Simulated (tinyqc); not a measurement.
Thickness: WKB tunnelling through a gate dielectric with a two-band (Franz) dispersion.

At depth x the conduction edge lies u(x) = phi - V x/t above the electron. Parabolic: kappa = sqrt(m u/c). Franz: kappa = sqrt(m u (1 - u/Eg)/c), which vanishes at both band edges. c = hbar^2/2m0. T = exp(-2 integral of kappa dx) over the region u > 0; no image force, no prefactor, zero transverse momentum. The region ends at x_e = min(t, phi t/V); x_e < t is the Fowler-Nordheim regime.

Constants: hbar^2/2m0 = 3.80998211 eV angstrom^2.

Parameters, chosen for this exercise (of the size used for HfO2 on silicon; not measured data):
```
symbol  value  unit  meaning
Eg      5.62   eV    gap of the dielectric
phi     1.42   eV    barrier above the electron energy at the emitter
m       0.21   m0    mass at the conduction edge
V       3.1    V     voltage across the layer
```

The same voltage across layers of other thickness. The last column is the thickness that changes T by a factor of ten, ln(10)/(2 I/t).

Transmission:
```
t (angstrom)  field (MV/cm)  T parabolic  T Franz  angstrom per decade, Franz
8                     38.75        0.255    0.284                      14.641
10                    31.00        0.181    0.207                      14.641
12                    25.83        0.129    0.151                      14.641
15                    20.67       0.0771   0.0945                      14.641
20                    15.50       0.0328   0.0431                      14.641
25                    12.40       0.0140   0.0196                      14.641
30                    10.33      0.00594  0.00893                      14.641
40                     7.75      0.00108  0.00185                      14.641
```

At fixed voltage the exponent is proportional to t: T falls tenfold for each 14.64 angstrom. The ratio of Franz to parabolic grows with t, from 1.11 at 8 to 1.72 at 40 angstrom. Rows with T above about 0.05 are outside the range of WKB without a prefactor. V exceeds phi, so every row is in the Fowler-Nordheim regime. Fields above about 7 MV/cm (8 of the rows) are past breakdown; those rows are an exercise.

(tinyqc, `OMP_NUM_THREADS=1 python tinyqc.py 1482403 1482404 out.jsonl`, Intel(R) Xeon(R) Processor @ 2.30GHz, 1 thread, shared host, about 0.01 s.)
